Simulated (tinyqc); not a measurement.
Heisenberg magnet: exchange from energy differences, ordering vector, linear spin waves and ordering temperature: one step, computed by the program tinyqc. Command: `OMP_NUM_THREADS=1 python tinyqc.py 3018363 3018364 out.jsonl magnon walk`. One thread of a shared host (Intel(R) Xeon(R) Processor @ 2.30GHz), about 0.02 s of CPU time with the checks.

H = -sum over pairs <ij> J_ij S_i.S_j - K sum_i (S_i^z)^2, each pair once, J > 0 ferromagnetic. First neighbours: 4 at a (1, 0), second: 4 at a (1, 1), with all permutations and signs.

Problem. Magnon energy at q. J(q) = J1 g1(q) + J2 g2(q), g_s(q) = sum over shell s of cos(q.R). g_s(q) = sum over shell s of cos(q.R), z1 = g1(0). E(q) = S [J(0) - J(q)] + (2S - 1) K, J(q) = J1 g1 + J2 g2. The factor 2S - 1 removes the anisotropy for S = 1/2.

Inputs (values chosen for the exercise, for a model magnet): exchange J1 = 10.4 meV; exchange J2 = 0.43 meV; spin S = 1.5; single-ion anisotropy K = 0.029 meV.

Lattice: square. Order: ferromagnetic.

wave vector q (2 pi/a): [0.26, 0.33]

Constants: h x 1 THz = 4.135667696 meV.

Give: g1(q); g2(q); E(q); frequency.

Solution.

g1(q) = -1.089

g2(q) = 0.1210

E(q) = 81.95 meV

frequency = 19.82 THz
